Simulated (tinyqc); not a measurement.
Landau-Devonshire theory of a uniaxial ferroelectric: one step, computed by the program tinyqc.

G(P) = (alpha/2) P^2 + (beta*/4) P^4 + (gamma/6) P^6 - E P per volume, SI units, one domain, P along the polar axis.

Problem. Spontaneous polarisation, susceptibility, coercive field. Ps^2 = [-beta* + sqrt(beta*^2 - 4 alpha gamma)]/(2 gamma). chi = 1/(eps_0 G''), G'' = alpha + 3 beta* P^2 + 5 gamma P^4 at Ps. Ps, chi and the coercive field are for perfect screening, without a depolarising field. The intrinsic coercive field is |alpha P + beta* P^3 + gamma P^5| at the P_c where G'' = 0. 1 C/m^2 = 100 microcoulomb/cm^2.

Inputs (values chosen for the exercise, modelled on lead titanate): Curie-Weiss temperature T0 = 752 K; gamma = 1.59e+09 J m^9/C^6; temperature T = 402 K.

Sample: free crystal.

alpha = -2.737000e+08 J m/C^2

beta* = -2.98e+08 J m^5/C^4

Constants: eps_0 = 8.8541878128e-12 F/m.

Give: spontaneous polarisation Ps; susceptibility chi; well depth G(Ps); P_c; intrinsic coercive field.

Solution.

spontaneous polarisation Ps = 72.05 microcoulomb/cm^2

susceptibility chi = 80.43

well depth G(Ps) = -54.05 MJ/m^3

P_c = 50.01 microcoulomb/cm^2

intrinsic coercive field = 124.4 MV/m

P_c/Ps = 0.694, above the 0.577 of a quartic well, as the sixth-order term matters. Real switching runs by domain nucleation at far lower fields.
